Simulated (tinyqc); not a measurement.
Worked calculation: Wannier-Stark ladder of a miniband. Values are carried at full precision from step to step, so a last printed digit may differ when a step is redone from the rounded ones.

One state in each well j = -(Nw - 1)/2 ... (Nw - 1)/2: H_jj = j e F d, H_(j,j+1) = -W/4; 1 kV/cm = 0.01 meV/angstrom. In an infinite chain the levels are j e F d and the state of well 0 has amplitude J_j(x) in size on well j, x = W/(2 e F d).

Constants: hbar = 6.58211957e-16 eV s.

Inputs chosen for the exercise (near those of a GaAs/AlGaAs superlattice; the results hold for these values, not for the real material):
- W = 28 meV (miniband width)
- d = 77 angstrom (period)
- F = 8.8 kV/cm (field)
- Nw = 9 (wells)

## Scales

Give e F d, x, the Bloch frequency e F d/(2 pi hbar) and period, and the swing W/(e F) of a wave packet.

e F d = 6.776 meV
x = 2.0661
frequency = 1.638 THz
period = 0.610 ps
swing = 318 angstrom

## The matrix

Fill it in.

H (meV):
```
         -4       -3       -2      -1       0       1       2       3       4
-4  -27.104   -7.000        0       0       0       0       0       0       0
-3   -7.000  -20.328   -7.000       0       0       0       0       0       0
-2        0   -7.000  -13.552  -7.000       0       0       0       0       0
-1        0        0   -7.000  -6.776  -7.000       0       0       0       0
0         0        0        0  -7.000       0  -7.000       0       0       0
1         0        0        0       0  -7.000   6.776  -7.000       0       0
2         0        0        0       0       0  -7.000  13.552  -7.000       0
3         0        0        0       0       0       0  -7.000  20.328  -7.000
4         0        0        0       0       0       0       0  -7.000  27.104
```

## Levels and the middle state

Diagonalise; give the levels, their spacings and the weights of the middle level on the wells.

levels (meV): -32.433  -21.889  -13.858  -6.809  0.000  6.809  13.858  21.889  32.433

spacings (meV): 10.543  8.032  7.049  6.809  6.809  7.049  8.032  10.543

weights: 0.0013  0.0193  0.1348  0.3272  0.0348  0.3272  0.1348  0.0193  0.0013

The spacing in the middle is 1.0049 e F d and at the ends 1.556 e F d; states that reach the ends of the stack are pushed apart.

## Bessel amplitudes

With x = W/(2 e F d): J_j(x)^2 for j = 0 to 5, their running sum over -j ... j, and the spread sqrt(sum j^2 J_j^2) = x/sqrt2. For a hole fixed in well 0 the J_j^2 are the strengths of the optical lines at j e F d.

Weights:
```
j   J_j^2     sum
0  0.0346  0.0346
1  0.3267  0.6880
2  0.1350  0.9579
3  0.0195  0.9969
4  0.0015  0.9999
5  0.0001  1.0000
```

spread = 1.461 periods

The strongest line is j = +/-1.

## Checks

- Weight on well 1 of the middle state of 61 wells against J_1(x)^2: both 0.3267.

Run: tinyqc, `OMP_NUM_THREADS=1 python tinyqc.py 1281360 1281361 out.jsonl`; Intel(R) Xeon(R) Processor @ 2.30GHz, one thread, shared host; about 0.01 s of CPU time with all checks.
